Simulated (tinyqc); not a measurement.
# Threshold-voltage variability of a planar MOSFET, analytic estimates: effect of the gate length

Three independent sources add in quadrature: random dopants in the depleted layer, metal-gate grains of two orientations, and roughness of the two gate edges acting through the roll-off VT = VT(long) - Vr exp(-L/l). These are first-order estimates: no three-dimensional electrostatics, no percolation.

ni = sqrt(Nc Nv) exp(-Eg/(2 Vt)), Eg in volts; Cox = 3.9 eps0/ti; Wd = sqrt(4 eps0 eps_r Vt ln(Na/ni)/(q Na)); dopants: s1 = (q/Cox) sqrt(Na Wd/(3 L W)). Grains: Ng = L W/G^2 (at least 1), s2 = dW sqrt(p (1 - p)/Ng). Edges, with exponential correlation and u = W/La: the mean gate length has sL^2 = 2 De^2 (2/u)[1 - (1 - exp(-u))/u]; s3 = sL (Vr/l) exp(-L/l). s = sqrt(s1^2 + s2^2 + s3^2). l and Vr are held fixed.

Inputs (values chosen for the exercise); material values close to those of silicon: temperature T = 293 K; band gap Eg = 1.1 eV; relative permittivity of the semiconductor eps_r = 11.5; conduction-band density of states at T Nc = 2.68e19 cm^-3; valence-band density of states at T Nv = 2.59e19 cm^-3; channel doping Na = 1.9e18 cm^-3; oxide-equivalent thickness in inversion ti = 2 nm; gate width W = 67 nm; metal grain size G = 4 nm; work-function difference of the two grain orientations dW = 0.2 eV; share of the orientation of higher work function p = 0.4; rms roughness of one gate edge De = 0.7 nm; correlation length of the roughness La = 15 nm; decay length of the threshold roll-off l = 4.1 nm; prefactor of the roll-off Vr = 1.4 V.

Constants: q = 1.602176634e-19 C, kB = 1.380649e-23 J/K, Vt = kB T/q, eps0 = 8.8541878128e-14 F/cm where lengths are in cm. Results are converted to the units shown.

Result of one run:
```
s1 (mV),s2 (mV),s3 (mV),s (mV),s sqrt(L W) (mV um)
24.32,8.093,0.03915,25.63,1.241
```

Which gate length L gave this result: 20, 24, 29 or 35 nm?

L = 35 nm.

The whole series:
```
L (nm),s1 (mV),s2 (mV),s3 (mV),s (mV),s sqrt(L W) (mV um)
9.6,46.44,15.45,19.20,52.58,1.333
12,41.54,13.82,10.69,45.06,1.278
14,38.46,12.80,6.565,41.06,1.257
17,34.90,11.61,3.158,36.92,1.246
20,32.18,10.71,1.519,33.94,1.243
24,29.37,9.774,0.5727,30.96,1.242
29,26.72,8.891,0.1692,28.16,1.241
35,24.32,8.093,0.03915,25.63,1.241
```

As L goes from 9.6 to 35 nm, s falls from 52.6 to 25.6 mV. The dopants are the largest source in the first and the last row. The product s sqrt(L W) falls from 1.33 to 1.24 mV um: s1 and s2 go as 1/sqrt(L W), so the change comes from s3 alone. For L = 9.6 to 24 nm the depletion depth exceeds L, so source and drain share much of the charge and s1 is rough.

Computed by the program tinyqc: `OMP_NUM_THREADS=1 python tinyqc.py 2090019 2090020 out.jsonl`, one thread of a shared Intel Xeon 2.30GHz, about 0.01 s for the whole run.
